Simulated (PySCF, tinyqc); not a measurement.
FCI on RHF in the 6-311g basis, for H2, spin multiplicity 1, step by step (part 1 of 2). The lowest restricted solution is unstable here: a spin-polarised one lies 0.0009 hartree lower (PySCF). Computed by tinyqc, a small Python program that keeps every step (integrals from PySCF). Settings: charge = 0, multiplicity = 1, basis = 6-311g, method = RHF, energy threshold = 1e-10, iteration cap = 85, orthogonalisation = canonical, start = core, DIIS depth = 6, ci = FCI, davidson = 1. Command: `OMP_NUM_THREADS=1 python tinyqc.py 21421 21422 out.jsonl` (the two numbers bound the seeds that draw the settings). One thread of a shared host (Intel(R) Xeon(R) Processor @ 2.60GHz), about 0.1 s of CPU time with the checks. The early iterations of the SCF are left out here.

## One-electron integrals

Geometry (angstrom):
```
atom        x        y        z
H     0.00000  0.00000  0.00000
H     0.00000  0.00000  1.24200
```

Basis 6-311g: exponents (1/bohr^2) and contraction coefficients of normalised primitives:
```
element  l (shell)  exponent  coefficient
H            s (1)  33.86500      0.02549
H            s (1)   5.09479      0.19037
H            s (1)   1.15879      0.85216
H            s (2)   0.32584      1.00000
H            s (3)   0.10274      1.00000
```

Overlap, kinetic and nuclear-attraction integrals over the contracted functions; the nuclear repulsion is the sum of Za Zb / Rab.

nuclear repulsion = 0.4260686 hartree

overlap S, order 1H 1s, 1H 2s, 1H 3s, 2H 1s, 2H 2s, 2H 3s:
$$\begin{pmatrix}
1.00000 & 0.70638 & 0.37366 & 0.03109 & 0.17003 & 0.22159 \\
0.70638 & 1.00000 & 0.78896 & 0.17003 & 0.40760 & 0.51308 \\
0.37366 & 0.78896 & 1.00000 & 0.22159 & 0.51308 & 0.75354 \\
0.03109 & 0.17003 & 0.22159 & 1.00000 & 0.70638 & 0.37366 \\
0.17003 & 0.40760 & 0.51308 & 0.70638 & 1.00000 & 0.78896 \\
0.22159 & 0.51308 & 0.75354 & 0.37366 & 0.78896 & 1.00000
\end{pmatrix}$$

kinetic energy T (hartree), order 1H 1s, 1H 2s, 1H 3s, 2H 1s, 2H 2s, 2H 3s:
$$\begin{pmatrix}
2.30435 & 0.54912 & 0.10635 & -0.06728 & 0.00657 & 0.04108 \\
0.54912 & 0.48876 & 0.18488 & 0.00657 & 0.08003 & 0.08574 \\
0.10635 & 0.18488 & 0.15411 & 0.04108 & 0.08574 & 0.09422 \\
-0.06728 & 0.00657 & 0.04108 & 2.30435 & 0.54912 & 0.10635 \\
0.00657 & 0.08003 & 0.08574 & 0.54912 & 0.48876 & 0.18488 \\
0.04108 & 0.08574 & 0.09422 & 0.10635 & 0.18488 & 0.15411
\end{pmatrix}$$

nuclear attraction V (hartree), order 1H 1s, 1H 2s, 1H 3s, 2H 1s, 2H 2s, 2H 3s:
$$\begin{pmatrix}
-2.53716 & -1.36168 & -0.67417 & -0.05352 & -0.31518 & -0.40273 \\
-1.36168 & -1.33383 & -0.90895 & -0.31518 & -0.56940 & -0.62176 \\
-0.67417 & -0.90895 & -0.88114 & -0.40273 & -0.62176 & -0.70393 \\
-0.05352 & -0.31518 & -0.40273 & -2.53716 & -1.36168 & -0.67417 \\
-0.31518 & -0.56940 & -0.62176 & -1.36168 & -1.33383 & -0.90895 \\
-0.40273 & -0.62176 & -0.70393 & -0.67417 & -0.90895 & -0.88114
\end{pmatrix}$$

core Hamiltonian H = T + V (hartree), order 1H 1s, 1H 2s, 1H 3s, 2H 1s, 2H 2s, 2H 3s:
$$\begin{pmatrix}
-0.23282 & -0.81256 & -0.56783 & -0.12080 & -0.30861 & -0.36165 \\
-0.81256 & -0.84507 & -0.72407 & -0.30861 & -0.48937 & -0.53602 \\
-0.56783 & -0.72407 & -0.72703 & -0.36165 & -0.53602 & -0.60971 \\
-0.12080 & -0.30861 & -0.36165 & -0.23282 & -0.81256 & -0.56783 \\
-0.30861 & -0.48937 & -0.53602 & -0.81256 & -0.84507 & -0.72407 \\
-0.36165 & -0.53602 & -0.60971 & -0.56783 & -0.72407 & -0.72703
\end{pmatrix}$$

## Two-electron integrals

Functions are numbered as in S; the eight-fold symmetry (ij|kl) = (ji|kl) = (kl|ij) leaves the list below.

Two-electron integrals (ij|kl) in chemists' order, unique and non-zero (hartree):
```
(11|11) 1.39303   (21|11) 0.82297   (21|21) 0.50970   (22|11) 0.82290
(22|21) 0.54303   (22|22) 0.64411   (31|11) 0.41126   (31|21) 0.25776
(31|22) 0.27987   (31|31) 0.13079   (32|11) 0.54368   (32|21) 0.36577
(32|22) 0.45267   (32|31) 0.18980   (32|32) 0.32514   (33|11) 0.49402
(33|21) 0.34012   (33|22) 0.44599   (33|31) 0.17804   (33|32) 0.33178
(33|33) 0.36168   (41|11) 0.02508   (41|21) 0.01680   (41|22) 0.02025
(41|31) 0.00869   (41|32) 0.01426   (41|33) 0.01402   (41|41) 0.00117
(42|11) 0.09074   (42|21) 0.06333   (42|22) 0.08460   (42|31) 0.03329
(42|32) 0.06294   (42|33) 0.06742   (42|41) 0.00500   (42|42) 0.02893
(43|11) 0.10185   (43|21) 0.07152   (43|22) 0.09786   (43|31) 0.03771
(43|32) 0.07413   (43|33) 0.08221   (43|41) 0.00559   (43|42) 0.03560
(43|43) 0.04587   (44|11) 0.42599   (44|21) 0.30063   (44|22) 0.41931
(44|31) 0.15889   (44|32) 0.32173   (44|33) 0.36376   (44|41) 0.02508
(44|42) 0.18156   (44|43) 0.24121   (44|44) 1.39303   (51|11) 0.18156
(51|21) 0.11455   (51|22) 0.12566   (51|31) 0.05824   (51|32) 0.08552
(51|33) 0.08058   (51|41) 0.00500   (51|42) 0.01919   (51|43) 0.02142
(51|44) 0.09074   (51|51) 0.02893   (52|11) 0.26863   (52|21) 0.18189
(52|22) 0.22804   (52|31) 0.09459   (52|32) 0.16476   (52|33) 0.16955
(52|41) 0.01019   (52|42) 0.04937   (52|43) 0.05888   (52|44) 0.26863
(52|51) 0.04937   (52|52) 0.10701   (53|11) 0.25201   (53|21) 0.17417
(53|22) 0.23019   (53|31) 0.09130   (53|32) 0.17179   (53|33) 0.18777
(53|41) 0.01035   (53|42) 0.05703   (53|43) 0.07199   (53|44) 0.34011
(53|51) 0.04789   (53|52) 0.11624   (53|53) 0.13751   (54|11) 0.30063
(54|21) 0.21184   (54|22) 0.29368   (54|31) 0.11187   (54|32) 0.22467
(54|33) 0.25379   (54|41) 0.01680   (54|42) 0.11455   (54|43) 0.15151
(54|44) 0.82297   (54|51) 0.06333   (54|52) 0.18189   (54|53) 0.22963
(54|54) 0.50970   (55|11) 0.41931   (55|21) 0.29368   (55|22) 0.40130
(55|31) 0.15472   (55|32) 0.30541   (55|33) 0.34531   (55|41) 0.02025
(55|42) 0.12566   (55|43) 0.16510   (55|44) 0.82290   (55|51) 0.08460
(55|52) 0.22804   (55|53) 0.28654   (55|54) 0.54303   (55|55) 0.64411
(61|11) 0.24121   (61|21) 0.15151   (61|22) 0.16510   (61|31) 0.07693
(61|32) 0.11212   (61|33) 0.10535   (61|41) 0.00559   (61|42) 0.02142
(61|43) 0.02414   (61|44) 0.10185   (61|51) 0.03560   (61|52) 0.05888
(61|53) 0.05695   (61|54) 0.07152   (61|55) 0.09786   (61|61) 0.04587
(62|11) 0.34011   (62|21) 0.22963   (62|22) 0.28654   (62|31) 0.11931
(62|32) 0.20676   (62|33) 0.21264   (62|41) 0.01035   (62|42) 0.04789
(62|43) 0.05695   (62|44) 0.25201   (62|51) 0.05703   (62|52) 0.11624
(62|53) 0.12415   (62|54) 0.17417   (62|55) 0.23019   (62|61) 0.07199
(62|62) 0.13751   (63|11) 0.34193   (63|21) 0.23638   (63|22) 0.31345
(63|31) 0.12393   (63|32) 0.23494   (63|33) 0.26021   (63|41) 0.01148
(63|42) 0.05987   (63|43) 0.07509   (63|44) 0.34193   (63|51) 0.05987
(63|52) 0.13698   (63|53) 0.15982   (63|54) 0.23638   (63|55) 0.31345
(63|61) 0.07509   (63|62) 0.15982   (63|63) 0.20537   (64|11) 0.15889
(64|21) 0.11187   (64|22) 0.15472   (64|31) 0.05906   (64|32) 0.11824
(64|33) 0.13355   (64|41) 0.00869   (64|42) 0.05824   (64|43) 0.07693
(64|44) 0.41126   (64|51) 0.03329   (64|52) 0.09459   (64|53) 0.11931
(64|54) 0.25776   (64|55) 0.27987   (64|61) 0.03771   (64|62) 0.09130
(64|63) 0.12393   (64|64) 0.13079   (65|11) 0.32173   (65|21) 0.22467
(65|22) 0.30541   (65|31) 0.11824   (65|32) 0.23222   (65|33) 0.26352
(65|41) 0.01426   (65|42) 0.08552   (65|43) 0.11212   (65|44) 0.54368
(65|51) 0.06294   (65|52) 0.16476   (65|53) 0.20676   (65|54) 0.36577
(65|55) 0.45267   (65|61) 0.07413   (65|62) 0.17179   (65|63) 0.23494
(65|64) 0.18980   (65|65) 0.32514   (66|11) 0.36376   (66|21) 0.25379
(66|22) 0.34531   (66|31) 0.13355   (66|32) 0.26352   (66|33) 0.30363
(66|41) 0.01402   (66|42) 0.08058   (66|43) 0.10535   (66|44) 0.49402
(66|51) 0.06742   (66|52) 0.16955   (66|53) 0.21264   (66|54) 0.34012
(66|55) 0.44599   (66|61) 0.08221   (66|62) 0.18777   (66|63) 0.26021
(66|64) 0.17804   (66|65) 0.33178   (66|66) 0.36168
```

## Orthogonalisation

S = U s U^T; canonical form X = U s^(-1/2), so that X^T S X = 1. Each column of U has its largest component positive (the first on a tie).

eigenvalues of S: [0.06029, 0.13013, 0.32886, 0.71053, 1.41863, 3.35158]

X, order 1H 1s, 1H 2s, 1H 3s, 2H 1s, 2H 2s, 2H 3s:
$$\begin{pmatrix}
0.72244 & -0.88199 & -0.71287 & 0.66672 & 0.46095 & 0.15731 \\
-1.82212 & 1.50917 & 0.62777 & 0.09575 & 0.34642 & 0.24251 \\
2.10992 & -0.88703 & 0.78622 & -0.50003 & 0.14134 & 0.25618 \\
-0.72244 & -0.88199 & 0.71287 & 0.66672 & -0.46095 & 0.15731 \\
1.82212 & 1.50917 & -0.62777 & 0.09575 & -0.34642 & 0.24251 \\
-2.10992 & -0.88703 & -0.78622 & -0.50003 & -0.14134 & 0.25618
\end{pmatrix}$$

## Iteration 6 (converged): orbitals

converged F (hartree), order 1H 1s, 1H 2s, 1H 3s, 2H 1s, 2H 2s, 2H 3s:
$$\begin{pmatrix}
0.71218 & -0.30463 & -0.38863 & -0.21138 & -0.31063 & -0.31304 \\
-0.30463 & -0.21752 & -0.31620 & -0.31063 & -0.35209 & -0.32979 \\
-0.38863 & -0.31620 & -0.24888 & -0.31304 & -0.32979 & -0.27780 \\
-0.21138 & -0.31063 & -0.31304 & 0.71218 & -0.30463 & -0.38863 \\
-0.31063 & -0.35209 & -0.32979 & -0.30463 & -0.21752 & -0.31620 \\
-0.31304 & -0.32979 & -0.27780 & -0.38863 & -0.31620 & -0.24888
\end{pmatrix}$$

Diagonalise F' = X^T F X, C = X C', fill 1 alpha and 1 beta electrons from the bottom; D = 2 C_occ C_occ^T. Each column has its largest component positive (the first on a tie).

F' = X^T F X (hartree):
$$\begin{pmatrix}
1.41368 & 0.00000 & -1.00360 & 0.00000 & 0.30578 & 0.00000 \\
0.00000 & 1.89474 & 0.00000 & -1.05930 & 0.00000 & -0.05417 \\
-1.00360 & 0.00000 & 1.26605 & 0.00000 & -0.57123 & 0.00000 \\
0.00000 & -1.05930 & 0.00000 & 1.07370 & 0.00000 & -0.00829 \\
0.30578 & 0.00000 & -0.57123 & 0.00000 & 0.41271 & 0.00000 \\
0.00000 & -0.05417 & 0.00000 & -0.00829 & 0.00000 & -0.47886
\end{pmatrix}$$

orbital energies (hartree): MO1 -0.48107, MO2 0.07571, MO3 0.34985, MO4 0.49109, MO5 2.52563, MO6 2.62080

coefficients C, order 1H 1s, 1H 2s, 1H 3s, 2H 1s, 2H 2s, 2H 3s:
$$\begin{pmatrix}
0.14523 & 0.12306 & -0.04539 & -0.09792 & -1.10356 & -1.10635 \\
0.29962 & 0.14066 & -0.91898 & -1.15876 & 1.57217 & 1.18798 \\
0.20889 & 1.14529 & 0.92405 & 1.69303 & -0.95491 & -0.45273 \\
0.14523 & -0.12306 & -0.04539 & 0.09792 & 1.10356 & -1.10635 \\
0.29962 & -0.14066 & -0.91898 & 1.15876 & -1.57217 & 1.18798 \\
0.20889 & -1.14529 & 0.92405 & -1.69303 & 0.95491 & -0.45273
\end{pmatrix}$$

D after iteration 6, order 1H 1s, 1H 2s, 1H 3s, 2H 1s, 2H 2s, 2H 3s:
$$\begin{pmatrix}
0.04219 & 0.08703 & 0.06068 & 0.04219 & 0.08703 & 0.06068 \\
0.08703 & 0.17954 & 0.12517 & 0.08703 & 0.17954 & 0.12517 \\
0.06068 & 0.12517 & 0.08727 & 0.06068 & 0.12517 & 0.08727 \\
0.04219 & 0.08703 & 0.06068 & 0.04219 & 0.08703 & 0.06068 \\
0.08703 & 0.17954 & 0.12517 & 0.08703 & 0.17954 & 0.12517 \\
0.06068 & 0.12517 & 0.08727 & 0.06068 & 0.12517 & 0.08727
\end{pmatrix}$$

## Convergence

Stop when the energy changes by less than 1e-10 hartree and every element of the error matrix X^T (F D S - S D F) X is below 3e-06.

Course of the cycle:
```
iteration  E (hartree)     change  largest element of the error matrix
1           -1.0184166          -                             2.23e-01
2           -1.0478589  -2.94e-02                             4.51e-02
3           -1.0495657  -1.71e-03                             3.42e-03
4           -1.0495720  -6.28e-06                             1.18e-04
5           -1.0495720  -1.23e-08                             4.64e-07
6           -1.0495720  -1.31e-13                             2.30e-07
```

PySCF RHF in the same basis = -1.0495720 hartree

Converged in 6 iterations.

## Integrals over molecular orbitals

(pq|rs) = sum C_ip C_jq C_kr C_ls (ij|kl), one index at a time.

one-electron integrals over orbitals h = C^T H C (hartree):
$$\begin{pmatrix}
-0.99457 & 0.00000 & 0.10743 & 0.00000 & 0.00000 & 0.04122 \\
0.00000 & -0.59756 & 0.00000 & 0.19117 & 0.03410 & 0.00000 \\
0.10743 & 0.00000 & -0.28914 & 0.00000 & 0.00000 & -0.11506 \\
0.00000 & 0.19117 & 0.00000 & -0.24622 & -0.16797 & 0.00000 \\
0.00000 & 0.03410 & 0.00000 & -0.16797 & 1.51243 & 0.00000 \\
0.04122 & 0.00000 & -0.11506 & 0.00000 & 0.00000 & 1.56271
\end{pmatrix}$$

Two-electron integrals over orbitals (pq|rs), unique and non-zero (hartree):
```
(11|11) 0.51350    (21|21) 0.09900    (22|11) 0.38614    (22|22) 0.33964
(31|11) -0.10743   (31|22) -0.05406   (31|31) 0.05163    (32|21) -0.00456
(32|32) 0.02498    (33|11) 0.34531    (33|22) 0.28995    (33|31) -0.04059
(33|33) 0.27921    (41|21) -0.07784   (41|32) 0.02491    (41|41) 0.08092
(42|11) -0.13451   (42|22) -0.07530   (42|31) 0.05374    (42|33) -0.05601
(42|42) 0.07139    (43|21) 0.07009    (43|32) 0.00299    (43|41) -0.05154
(43|43) 0.05696    (44|11) 0.40911    (44|22) 0.33773    (44|31) -0.07347
(44|33) 0.29566    (44|42) -0.09214   (44|44) 0.35321    (51|21) -0.02745
(51|32) 0.02300    (51|41) 0.04355    (51|43) -0.02528   (51|51) 0.06014
(52|11) -0.03078   (52|22) -0.00448   (52|31) 0.02644    (52|33) -0.01001
(52|42) 0.02216    (52|44) -0.02641   (52|52) 0.03764    (53|21) 0.03714
(53|32) -0.01617   (53|41) -0.04291   (53|43) 0.02544    (53|51) -0.03666
(53|53) 0.03027    (54|11) 0.10576    (54|22) 0.05423    (54|31) -0.05084
(54|33) 0.04550    (54|42) -0.05658   (54|44) 0.07794    (54|52) -0.04407
(54|54) 0.07278    (55|11) 0.53667    (55|22) 0.40810    (55|31) -0.12790
(55|33) 0.35159    (55|42) -0.15937   (55|44) 0.44378    (55|52) -0.07276
(55|54) 0.16382    (55|55) 0.65873    (61|11) -0.04122   (61|22) -0.02529
(61|31) 0.03015    (61|33) -0.01506   (61|42) 0.03390    (61|44) -0.04442
(61|52) 0.04143    (61|54) -0.05686   (61|55) -0.10993   (61|61) 0.06273
(62|21) -0.02768   (62|32) 0.01558    (62|41) 0.03627    (62|43) -0.02432
(62|51) 0.04413    (62|53) -0.02772   (62|62) 0.03498    (63|11) 0.07260
(63|22) 0.04578    (63|31) -0.03164   (63|33) 0.02992    (63|42) -0.03937
(63|44) 0.05758    (63|52) -0.02436   (63|54) 0.04538    (63|55) 0.11398
(63|61) -0.03778   (63|63) 0.03252    (64|21) 0.04942    (64|32) -0.02536
(64|41) -0.05982   (64|43) 0.03546    (64|51) -0.05807   (64|53) 0.04288
(64|62) -0.04578   (64|64) 0.06712    (65|21) 0.14323    (65|32) -0.03391
(65|41) -0.13922   (65|43) 0.10462    (65|51) -0.10650   (65|53) 0.09050
(65|62) -0.08767   (65|64) 0.13255    (65|65) 0.31224    (66|11) 0.56041
(66|22) 0.41239    (66|31) -0.13768   (66|33) 0.36209    (66|42) -0.17063
(66|44) 0.45559    (66|52) -0.08135   (66|54) 0.17524    (66|55) 0.68079
(66|61) -0.11227   (66|63) 0.11843    (66|66) 0.71401
```

## FCI: determinants and Hamiltonian

Hartree-Fock energy = -1.0495720 hartree

Slater-Condon rules over spin orbitals, with the nuclear repulsion added and E(HF) subtracted on the diagonal. Only determinants linked to the reference directly or through others are kept (one block of an abelian symmetry group), so some states are absent.

Occupation strings over the orbitals (2 doubly, a alpha, b beta, 0 empty; spin orbitals ordered 1a 1b 2a 2b ...): 200000 a0b000 a0000b b0a000 b0000a 020000 0a0b00 0a00b0 002000 00a00b 0b0a00 000200 000ab0 0b00a0 000ba0 000020 00b00a 000002

H - E(HF) between determinants (hartree):
```
          200000    a0b000    a0000b    b0a000    b0000a    020000    0a0b00    0a00b0
200000   0.00000   0.00000   0.00000   0.00000   0.00000   0.09900  -0.07784  -0.02745
a0b000   0.00000   0.53724  -0.04246  -0.05163  -0.03015  -0.00456   0.07009   0.03714
a0000b   0.00000  -0.04246   2.60420  -0.03015  -0.06273  -0.02768   0.04942   0.14323
b0a000   0.00000  -0.05163  -0.03015   0.53724  -0.04246   0.00456  -0.02491  -0.02300
b0000a   0.00000  -0.03015  -0.06273  -0.04246   2.60420   0.02768  -0.03627  -0.04413
020000   0.09900  -0.00456  -0.02768   0.00456   0.02768   0.62016   0.11587   0.02962
0a0b00  -0.07784   0.07009   0.04942  -0.02491  -0.03627   0.11587   0.96960  -0.11375
0a00b0  -0.02745   0.03714   0.14323  -0.02300  -0.04413   0.02962  -0.11375   2.79861
002000   0.05163   0.06684  -0.03164  -0.06684   0.03164   0.02498   0.00299  -0.01617
00a00b   0.03015  -0.03164  -0.03024  -0.02616   0.03778   0.01558  -0.02536  -0.03391
0b0a00   0.07784  -0.02491  -0.03627   0.07009   0.04942  -0.11587  -0.07139  -0.02216
000200   0.08092  -0.05154  -0.05982   0.05154   0.05982   0.07139   0.09903  -0.05658
000ab0   0.04355  -0.04291  -0.13922   0.02528   0.05807   0.02216  -0.05658   0.03180
0b00a0   0.02745  -0.02300  -0.04413   0.03714   0.14323  -0.02962  -0.02216  -0.03764
000ba0  -0.04355   0.02528   0.05807  -0.04291  -0.13922  -0.02216  -0.00769   0.04407
000020   0.06014  -0.03666  -0.10650   0.03666   0.10650   0.03764  -0.04407  -0.03866
00b00a  -0.03015  -0.02616   0.03778  -0.03164  -0.03024  -0.01558   0.02432   0.02772
000002   0.06273  -0.03778  -0.07105   0.03778   0.07105   0.03498  -0.04578  -0.08767

          002000    00a00b    0b0a00    000200    000ab0    0b00a0    000ba0    000020
200000   0.05163   0.03015   0.07784   0.08092   0.04355   0.02745  -0.04355   0.06014
a0b000   0.06684  -0.03164  -0.02491  -0.05154  -0.04291  -0.02300   0.02528  -0.03666
a0000b  -0.03164  -0.03024  -0.03627  -0.05982  -0.13922  -0.04413   0.05807  -0.10650
b0a000  -0.06684  -0.02616   0.07009   0.05154   0.02528   0.03714  -0.04291   0.03666
b0000a   0.03164   0.03778   0.04942   0.05982   0.05807   0.14323  -0.13922   0.10650
020000   0.02498   0.01558  -0.11587   0.07139   0.02216  -0.02962  -0.02216   0.03764
0a0b00   0.00299  -0.02536  -0.07139   0.09903  -0.05658  -0.02216  -0.00769  -0.04407
0a00b0  -0.01617  -0.03391  -0.02216  -0.05658   0.03180  -0.03764   0.04407  -0.03866
002000   1.17657  -0.08514  -0.00299   0.05696   0.02544   0.01617  -0.02544   0.03027
00a00b  -0.08514   3.11131   0.02432   0.03546   0.10462   0.02772  -0.04288   0.09050
0b0a00  -0.00299   0.02432   0.96960  -0.09903  -0.00769  -0.11375  -0.05658   0.04407
000200   0.05696   0.03546  -0.09903   1.33642  -0.09003   0.05658   0.09003   0.07278
000ab0   0.02544   0.10462  -0.00769  -0.09003   3.18563   0.04407  -0.07278  -0.00416
0b00a0   0.01617   0.02772  -0.11375   0.05658   0.04407   2.79861   0.03180   0.03866
000ba0  -0.02544  -0.04288  -0.05658   0.09003  -0.07278   0.03180   3.18563   0.00416
000020   0.03027   0.09050   0.04407   0.07278  -0.00416   0.03866   0.00416   5.15923
00b00a   0.08514  -0.03252  -0.02536  -0.03546  -0.04288  -0.03391   0.10462  -0.09050
000002   0.03252   0.00337   0.04578   0.06712   0.13255   0.08767  -0.13255   0.31224

          00b00a    000002
200000  -0.03015   0.06273
a0b000  -0.02616  -0.03778
a0000b   0.03778  -0.07105
b0a000  -0.03164   0.03778
b0000a  -0.03024   0.07105
020000  -0.01558   0.03498
0a0b00   0.02432  -0.04578
0a00b0   0.02772  -0.08767
002000   0.08514   0.03252
00a00b  -0.03252   0.00337
0b0a00  -0.02536   0.04578
000200  -0.03546   0.06712
000ab0  -0.04288   0.13255
0b00a0  -0.03391   0.08767
000ba0   0.10462  -0.13255
000020  -0.09050   0.31224
00b00a   3.11131  -0.00337
000002  -0.00337   5.31508
```

## FCI: roots

Diagonalise (each vector has its largest component positive (the first on a tie)); all determinants have Ms = 0, so triplets appear too. The lowest singlet root is the correlation energy.

lowest roots of this matrix, relative to E(HF) (hartree): [-0.04288, 0.47632, 0.52330, 0.59894, 0.89184, 1.04689, 1.17148, 1.41027]

lowest vectors, order 200000, a0b000, a0000b, b0a000, b0000a, 020000, 0a0b00, 0a00b0, 002000, 00a00b, 0b0a00, 000200, 000ab0, 0b00a0, 000ba0, 000020, 00b00a, 000002:
$$\begin{pmatrix}
0.97229 & 0.00000 & 0.13771 & 0.15014 \\
-0.02091 & 0.70199 & 0.59282 & -0.32720 \\
-0.00906 & 0.02575 & 0.01999 & 0.00842 \\
0.02091 & 0.70199 & -0.59282 & 0.32720 \\
0.00906 & 0.02575 & -0.01999 & -0.00842 \\
-0.17119 & 0.00000 & 0.40061 & 0.84954 \\
0.09618 & -0.07871 & -0.20230 & -0.10832 \\
0.01322 & -0.01022 & -0.02775 & -0.00949 \\
-0.03305 & 0.00000 & -0.15746 & 0.04101 \\
-0.00625 & 0.01538 & -0.01375 & -0.00491 \\
-0.09618 & -0.07871 & 0.20230 & 0.10832 \\
-0.06244 & 0.00000 & 0.08952 & -0.12132 \\
-0.01209 & 0.00350 & 0.01223 & -0.02298 \\
-0.01322 & -0.01022 & 0.02775 & 0.00949 \\
0.01209 & 0.00350 & -0.01223 & 0.02298 \\
-0.00717 & 0.00000 & 0.00117 & -0.01347 \\
0.00625 & 0.01538 & 0.01375 & 0.00491 \\
-0.00672 & 0.00000 & -0.00059 & -0.01211
\end{pmatrix}$$

<S^2> of these roots: [0.00000, 2.00000, 0.00000, 0.00000, 2.00000, 0.00000, 0.00000, 0.00000]

weight of the ground state by excitation level 0, 1, 2, ...: [0.94535, 0.00104, 0.05361]
